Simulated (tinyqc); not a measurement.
Worked calculation: polytypes by hexagonality, and a cubic inclusion as a quantum well. Values are carried at full precision from step to step, so a last printed digit may differ when a step is redone from the rounded ones.

A layer is h if its two neighbours in the periodic sequence sit on the same site, k otherwise; the hexagonality h is the share of h layers.

Constants: hbar^2/2m0 = 3.80998211 eV angstrom^2.

Values chosen for the exercise (of the order of those of SiC; the results hold for these values, not for the real material):
- E3 = 2.411 eV (gap of the cubic polytype)
- E2 = 3.342 eV (gap of 2H)
- Ev2 = 0.108 eV (valence top of 2H above that of 3C)
- P2 = -0.0511 C/m^2 (spontaneous polarisation of 2H)
- Es = 3.244 eV (gap at the hexagonality hs)
- hs = 0.5 (hexagonality up to which the first line holds)
- m = (0.335, 0.329) m0 (electron mass along c in the cubic layer and in the host)
- d = 2.522 angstrom (thickness of a double layer)
- eps = 10.3 (dielectric constant)
- N = 3 (double layers in the cubic inclusion)

## Hexagonality

Stacking sequences:
```
polytype         sequence
9R              ABCBCACAB
15R       ABCACBCABACABCB
6H                 ABCACB
3C                    ABC
4H                   ABCB
```

Give the h/k string and h of each.

Hexagonality:
```
polytype       h/k string       h
9R              hkhhkhhkh  0.6667
15R       hkkhkhkkhkhkkhk  0.4000
6H                 hkkhkk  0.3333
3C                    kkk  0.0000
4H                   hkhk  0.5000
```

## Gaps and band edges

Gap: E3 + (Es - E3) h/hs for h up to hs, then linear from Es to E2 at h = 1. Valence top Ev2 h and polarisation P2 h, both counted from 3C; Ec = Ev + gap.

Evaluate for each polytype.

Results:
```
polytype  gap (eV)  Ev (eV)  Ec (eV)  P (C/m^2)
9R          3.2767   0.0720   3.3487   -0.03407
15R         3.0774   0.0432   3.1206   -0.02044
6H          2.9663   0.0360   3.0023   -0.01703
3C          2.4110   0.0000   2.4110    0.00000
4H          3.2440   0.0540   3.2980   -0.02555
```

The widest gap is that of 9R, the narrowest that of 3C. Ev and Ec both rise with h, so 3C collects electrons and the more hexagonal side holes: a staggered line-up.

## The bound level without the field

A cubic inclusion of width L = N d in the host (h = 0.5) is a well of depth V = Ec(host) - Ec(3C). Square well with mass mismatch: k tan(k L/2) = (m_w/m_b) q, k = sqrt(m_w E/c), q = sqrt(m_b (V - E)/c), c = hbar^2/2m0, lowest root. The depth of the level, V - E, is its binding, and the transition to the valence top of the host is gap(host) - (V - E). The step in polarisation gives a field |F| = |P|/(eps eps0) in a thin inclusion, eps0 = 8.8541878e-12 F/m.

Give V, L, the level E, its depth below the host conduction edge and the transition to the valence top of the host, gap(host) - (V - E).

V = 0.8870 eV
L = 7.566 angstrom
E above the bottom = 0.4654 eV
depth below the host edge = 0.4216 eV
transition = 2.8224 eV

The level keeps 48 % of the well depth. The transition lies above the gap of 3C itself (2.411 eV). At a few layers the effective-mass picture is only a guide.

## The polarisation field

Give |F|, the drop |F| L, the bound charge |P|/e per cm^2 (e = 1.602176634e-19 C), and, as a first estimate, the shift -|F| L/2 of the transition for an electron centred in the layer and a hole in the host on the high side.

|F| = 2.802 MV/cm
drop = 212.0 meV
bound charge = 1.59e+13 cm^-2
estimated shift = -106.0 meV

The drop is 24 % of the well depth. The host edge on the low side sinks by 106 meV against the centre, less than the 422 meV by which the flat well binds.

## Checks

- Square-well root against finite differences on a grid of 0.5 angstrom (eV): both 0.465.

tinyqc: `OMP_NUM_THREADS=1 python tinyqc.py 1881097 1881098 out.jsonl`; about 0.04 s, one thread, shared Intel(R) Xeon(R) Processor @ 2.30GHz.
